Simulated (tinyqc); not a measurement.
Hydrogen passivation of interface dangling bonds: competing passivation and dissociation with distributed barriers. Changing the hydrogen pressure p. Computed by tinyqc, a small Python program. Command: `OMP_NUM_THREADS=1 python tinyqc.py 3024319 3024320 out.jsonl passiv sweep`. One thread of a shared host (Intel(R) Xeon(R) Processor @ 2.30GHz), about 0.1 s of CPU time with the checks.

P_b + H2 gives P_bH + H at the rate k_f [H2]; P_bH gives P_b + H at the rate k_d. All defects start unpassivated. E_f and E_d are Gaussian and independent.

Inputs (values chosen for the exercise, close to those used for P_b centres at the silicon-oxide interface):
```
quantity                                      value          unit
defect density N0                           4.5e+12        1/cm^2
passivation prefactor k_f0                  1.3e-07        cm^3/s
mean passivation barrier E_f                   1.47            eV
spread sigma_f                                0.021            eV
dissociation prefactor k_d0                 1.9e+13           1/s
mean dissociation barrier E_d                  2.76            eV
spread sigma_d                                0.099            eV
H2 in the oxide per atm, solubility factor  4.7e+17  1/(cm^3 atm)
anneal temperature T                            675             C
anneal time t                                   760             s
oxide thickness                                 2.8            nm
```

Constants: k_B = 8.617333262e-05 eV/K; e = 1.602176634e-19 C; eps_0 = 8.8541878128e-12 F/m.

Method:
- [H2] = solubility factor x p; a = k_f0 [H2] exp(-E_f/(k_B T)), d = k_d0 exp(-E_d/(k_B T)). For one pair of barriers the active share is y = [d + a exp(-(a + d) t)]/(a + d).
- Temperatures in kelvin are T(C) + 273.15.
- Average y over both Gaussians with 40 x 40 Gauss-Hermite points.
- Active density N0 y; threshold shift if each active defect holds one charge, e N0 y t_ox/(3.9 eps_0).
- Minimise the averaged y over T between 150 and 900 C: find where ln y is equal at T - 0.05 and T + 0.05 C; T is rounded to 0.1 C.

One run for each value:
```
hydrogen pressure p (atm)  active share y  best temperature (C)  least active share
0.003                           2.786e-02                 468.5           6.832e-04
0.009                           9.920e-03                 442.9           1.207e-04
0.03                            3.062e-03                 416.2           1.776e-05
0.09                            1.030e-03                 393.1           3.071e-06
0.3                             3.099e-04                 369.2           4.476e-07
0.9                             1.034e-04                 348.8           7.718e-08
3                               3.103e-05                 327.7           1.126e-08
9                               1.035e-05                 309.6           1.947e-09
30                              3.104e-06                 290.9           2.856e-10
```

What does the table show, and why?

Over the rows, active share y falls from 0.0279 to 3.10e-6 (exponent d ln y / d ln x -0.94 between the first rows and -1.00 between the last); best temperature (C) falls from 468 to 291 (exponent d ln y / d ln x about -0.052 throughout); least active share falls from 6.83e-4 to 2.86e-10 (exponent d ln y / d ln x about -1.6 throughout). The exponent of active share y stays between -1.00 and -0.94, near -1: steady balance d/a. High pressure speeds passivation and shifts the balance, the reason for high-pressure anneals.

Caution (all rows): a least active share below 1e-3 is a property of the model; measured passivation levels off well above it. Caution (all rows): atomic hydrogen, which both passivates and depassivates, and further passivation during cooling are left out. Caution (rows 0.300, 0.900, 3.00, 9.00, 30.0): densities below a few 1e9 per cm^2 are formal: other defects set the floor in real interfaces.

Extremes, crossings and ranges named in words are read from the listed rows.
